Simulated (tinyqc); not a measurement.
# Frequency dispersion of an accumulation capacitance by border traps, distributed model: two studies

Traps spread evenly through the insulator exchange electrons with the semiconductor by tunnelling, with tau(x) = t0 exp(2 ka x) at depth x from the interface. The admittance per area Y seen at depth x obeys dY/dx = -Y^2/(i w eps0 eox) + q Nb ln(1 + i w tau)/tau, with Y(0) = i w Cs and w = 2 pi f; the gate sees Y(tox) = G + i w C. Working variable y = Y/(i w), in uF/cm^2. Cox = eps0 eox/tox.

Values chosen for this exercise; permittivity close to that of aluminium oxide:
- eox = 8.18 (relative permittivity of the insulator)
- tox = 4.9 nm (insulator thickness)
- Cs = 2 uF/cm^2 (semiconductor capacitance in accumulation)
- Nb = 7.9e19 cm^-3 eV^-1 (density of border traps)
- ka = 3.1 1/nm (decay constant of the wave function in the insulator)
- t0 = 3e-10 s (time constant of a trap at the interface)
- f = 10000 Hz (frequency)

Constants: q = 1.602176634e-19 C, eps0 = 8.8541878128e-14 F/cm where lengths are in cm. Results are converted to the units shown.

Each table varies one quantity; the others keep the values above.

## Capacitance and loss against frequency

Cox; trap-free value 1/(1/Cox + 1/Cs); response depth d = ln(1/(w t0))/(2 ka), where w tau = 1; lumped estimate: all traps within d act as C_bt = q Nb d placed at d/2, so C = 1/{1/[1/(1/Cs + d/(2 eps0 eox)) + C_bt] + (tox - d/2)/(eps0 eox)}. C and G from a fine integration; dispersion -d C/d log10 f over C, from f times and over 1.1. For a broad spread of time constants G/w is close to -(pi/2) dC/d ln w.

The same in every row: trap-free C (uF/cm^2) = 0.8499.

Results:
```
f (Hz),d (nm),C (uF/cm^2),G/w (uF/cm^2),dispersion (% a decade),-(pi/2) dC/d ln w (uF/cm^2),lumped C (uF/cm^2)
10,2.869,1.681,0.1057,9.150,0.1049,1.479
100,2.497,1.538,0.09054,8.575,0.08998,1.390
1000,2.126,1.415,0.07904,8.144,0.07861,1.306
10000,1.755,1.306,0.07031,7.851,0.06997,1.225
1e5,1.383,1.209,0.06383,7.705,0.06353,1.146
1e7,0.6405,1.035,0.05640,7.979,0.05633,0.9902
```

Estimate the missing row, f = 1e6 Hz.

Computed row:
```
f (Hz),d (nm),C (uF/cm^2),G/w (uF/cm^2),dispersion (% a decade),-(pi/2) dC/d ln w (uF/cm^2),lumped C (uF/cm^2)
1e6,1.012,1.119,0.05927,7.729,0.05901,1.068
```

With this row back in the table: C falls from 1.681 to 1.035 uF/cm^2, towards the trap-free 0.8499; each decade of frequency removes ln 10/(2 ka) = 0.371 nm from the response depth. The dispersion goes from 9.15 through a minimum of 7.70 (at f = 1e5 Hz among the rows listed) to 7.98 % a decade and G/w falls from 0.106 to 0.0564 uF/cm^2. G/w lies between 1.00 and 1.01 times -(pi/2) dC/d ln w, the relation for a broad spread of time constants.

## Effect of the insulator thickness

Same model as above.

The same in every row: d (nm) = 1.755.

Effect of the insulator thickness:
```
tox (nm),C (uF/cm^2),G/w (uF/cm^2),dispersion (% a decade),-(pi/2) dC/d ln w (uF/cm^2),lumped C (uF/cm^2),trap-free C (uF/cm^2)
2.3,2.437,0.2139,13.63,0.2265,2.186,1.223
3.1,1.930,0.1536,11.57,0.1524,1.761,1.078
4.2,1.494,0.09210,8.978,0.09153,1.389,0.9260
5.8,1.124,0.05204,6.759,0.05184,1.063,0.7688
7.9,0.8482,0.02960,5.100,0.02951,0.8126,0.6286
11,0.6225,0.01593,3.742,0.01589,0.6029,0.4954
15,0.4633,0.008820,2.785,0.008801,0.4523,0.3889
20,0.3510,0.005064,2.110,0.005052,0.3447,0.3066
```

What does the comparison show?

As tox goes from 2.3 to 20, C falls from 2.44 to 0.351 uF/cm^2, the dispersion falls from 13.6 to 2.11 % a decade and G/w falls from 0.214 to 0.00506 uF/cm^2. The lumped estimate is 10 % below C in the first row and 1.8 % below it in the last.

Program tinyqc, `OMP_NUM_THREADS=1 python tinyqc.py 2202046 2202047 out.jsonl`; Intel Xeon 2.30GHz, shared host, one thread, about 0.4 s.
